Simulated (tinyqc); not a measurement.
Three programmes: liquidus of a compound AB in a simple-solution melt, liquid-phase epitaxy and vapour pressures. Computed by tinyqc, a small Python program. Command: `OMP_NUM_THREADS=1 python tinyqc.py 3027706 3027707 out.jsonl liq35 walk`. One thread of a shared host (Intel(R) Xeon(R) Processor @ 2.30GHz), about 0.04 s of CPU time with the checks.

x is the atom fraction of B in the melt. The melt is a simple solution: R T ln gamma_B = W (1 - x)^2, R T ln gamma_A = W x^2, W = a + b T. The solid AB is stoichiometric.

Inputs (values chosen for the exercise, modelled on GaSb for the melt):

| quantity | value | unit |
|---|---|---|
| melting point T_F | 983 | K |
| entropy of fusion S_F | 68 | J/(mol K) |
| interaction a | 19 | kJ/mol |
| interaction slope b | -24.2 | J/(mol K) |
| saturation temperature T | 745 | K |
| step dT | 12 | K |
| cooling rate c | 1.7 | K/min |
| diffusivity in the melt D | 9.6e-05 | cm^2/s |
| molar volume of the melt V_L | 12.2 | cm^3/mol |
| lattice constant a0 | 6.096 | angstrom |
| melt depth w | 5.2 | mm |

Constants: R = 8.314462618 J/(mol K); N_A = 6.02214076e+23 1/mol; k_B = 8.617333262e-05 eV/K.

Method:
- Liquidus (Vieland): f(x) = R T ln[4 x (1 - x)] + 2 W (1/2 - x)^2 + S_F (T_F - T) = 0.
- Newton steps with f' = (1 - 2x)[R T/(x (1 - x)) - 2 W], from the dilute estimate x = (1/4) exp[-(S_F (T_F - T) + W/2)/(R T)]; stop below 1e-13; f under 1e-6 shown as 0.
- dx/dT = -(df/dT)/f', df/dT = R ln[4 x (1 - x)] + 2 b (1/2 - x)^2 - S_F, f' = (1 - 2x)[R T/(x (1 - x)) - 2 W]. Concentrations: C_L = x N_A/V_L in the melt, C_S = 4/a0^3 in the solid; m = dT/dC_L.
- Semi-infinite melt (Hsieh): step d = 2 dT sqrt(D t/pi)/(C_S m); ramp d = (4/3) c sqrt(D/pi) t^(3/2)/(C_S m); supercooling is their sum. A melt of depth w can give at most w (undercooling)/(C_S m).

C_S = 1.76573e+22 1/cm^3

slope m = 6.95822e-20 K cm^3

dx/dT = 2.91146e-04 1/K

solubility x = 0.0173429

Thickness (micrometre):

| t (min) | step | ramp | supercooling | sqrt(D t) (mm) |
|---|---|---|---|---|
| 0.2 | 3.741 | 7.0655e-02 | 3.81 | 0.3394 |
| 0.5 | 5.914 | 2.7929e-01 | 6.19 | 0.5367 |
| 1.0 | 8.364 | 7.8995e-01 | 9.15 | 0.7589 |
| 2.0 | 11.829 | 2.2343e+00 | 14.06 | 1.0733 |
| 5.0 | 18.703 | 8.8319e+00 | 27.53 | 1.6971 |
| 10.0 | 26.450 | 2.4980e+01 | 51.43 | 2.4000 |
| 20.0 | 37.406 | 7.0655e+01 | 108.06 | 3.3941 |

What does the comparison show, and why?

Step cooling goes as t^(1/2), ramp cooling as t^(3/2); they are equal at t = 3 dT/(2 c) = 10.6 min. The local exponent of their sum runs from 0.53 to 1.07. Rows with sqrt(D t) above about half the depth of 5.2 mm are overestimates. In the late ramp rows the undercooling is so large that the liquidus slope is not constant.
